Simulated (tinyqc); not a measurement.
Inside a calculation. Model: concentration-dependent dopant diffusion with charged defects and the built-in field. Computed by tinyqc, a small Python program that keeps every step. Command: `OMP_NUM_THREADS=1 python tinyqc.py 3009897 3009898 out.jsonl extrinsic walk`. One thread of a shared host (Intel(R) Xeon(R) Processor @ 2.30GHz), about 0.05 s of CPU time with the checks. Intermediate numbers are printed to about 6 digits and carried at full precision; extremes and crossings named in words are read from the listed rows.

A constant source C_s feeds a half space. The dopant moves through neutral point defects and through charged ones, whose number grows with the majority carrier density n.

Inputs (values chosen for the exercise, modelled on boron in silicon):
```
quantity,value,unit
neutral prefactor D0x,0.0562,cm^2/s
neutral activation energy E0,3.5,eV
singly charged prefactor D01,0.844,cm^2/s
activation energy E1,3.51,eV
surface concentration C_s,8.4e+19,1/cm^3
junction level C_B,1.2e+15,1/cm^3
temperature T,1150,C
time t,4000,s
```

Field enhancement: off.

Constants: k_B = 8.617333262e-05 eV/K.

## Intrinsic density and partial diffusivities

n_i = 3.87e16 T^1.5 exp(-7014/T) per cm^3 (T in kelvin, an empirical form); each D = prefactor x exp(-E/(k_B T)); the intrinsic diffusivity D_i is their sum. Temperatures in kelvin are T(C) + 273.15.

n_i = 1.50371e+19 1/cm^3

partial diffusivities (cm^2/s): Dx 2.26591e-14, D1 3.13643e-13

intrinsic diffusivity D_i = 3.36302e-13 cm^2/s

## Diffusivity at the surface

n = C/2 + sqrt(C^2/4 + n_i^2); D(C) = h [Dx + D1 (n/n_i)], h = 1.

n/n_i = 5.75979

field factor h = 1

surface diffusivity D_s = 1.82918e-12 cm^2/s

enhancement D_s/D_i = 5.43909

C_s is 5.59 times n_i: diffusion is extrinsic near the surface. At such a C_s dopants can cluster or exceed their solubility, which the model leaves out. Caution: the built-in field is switched off although C_s exceeds n_i; with it D_s would be larger by the factor 1 + C_s/sqrt(C_s^2 + 4 n_i^2).

## Similarity solution

With y = x/sqrt(D_s t), u = C/C_s and q = -(D/D_s) du/dy: du/dy = -q D_s/D, dq/dy = -(y/2) q D_s/D, u(0) = 1. The surface flux q(0) is shot so that u tends to 0 (LSODA, an adaptive multistep solver, relative tolerance 1e-10). Dose Q = 2 q(0) C_s sqrt(D_s t). The junction lies where C = C_B.

surface flux q(0) = 0.459887

dose Q = 6.60874e+15 1/cm^2

junction in units of sqrt(D_s t) = 2.98689

junction depth x_j = 2554.92 nm

For a constant D, q(0) = 1/sqrt(pi) = 0.5642; for D proportional to C it tends to 0.444, with the front at y = 1.616. Caution: at such concentrations dopants can cluster or exceed their solubility; the active fraction and the diffusivity then fall below the model.

## Where the concentration falls to given levels

For comparison, erfc profiles with a constant D: x = 2 sqrt(D t) erfc^-1(C/C_s), with D = D_i and D = D_s.

Depth (nm):
```
C/C_s,D/D_s,full,erfc with D_i,erfc with D_s
8.00e-01,0.815280,342.52,131.41,306.47
5.00e-01,0.546369,781.64,349.85,815.92
2.00e-01,0.304578,1201.57,664.73,1550.28
1.00e-01,0.238309,1382.82,853.17,1989.76
3.00e-02,0.198823,1610.24,1125.61,2625.13
1.00e-02,0.188710,1779.12,1336.06,3115.95
1.00e-03,0.184334,2083.49,1706.77,3980.51
1.00e-04,0.183902,2349.92,2018.02,4706.40
```

The depth between C/C_s = 0.1 and 1e-4 spans 967 nm in the full profile, against 1160 nm for D_i and 2720 nm for D_s; the ratio of the depths at 1e-4 and at 0.5 is 3.01, against 5.77 for any erfc. The profile is box-like: fast diffusion in the heavily doped part feeds a front that moves slowly where D drops to D_i. Caution: at such a C_s dopants can cluster or exceed their solubility, which the model leaves out.

Checks made by the program: dose from the flux against the area under the profile (relative difference 7e-08).
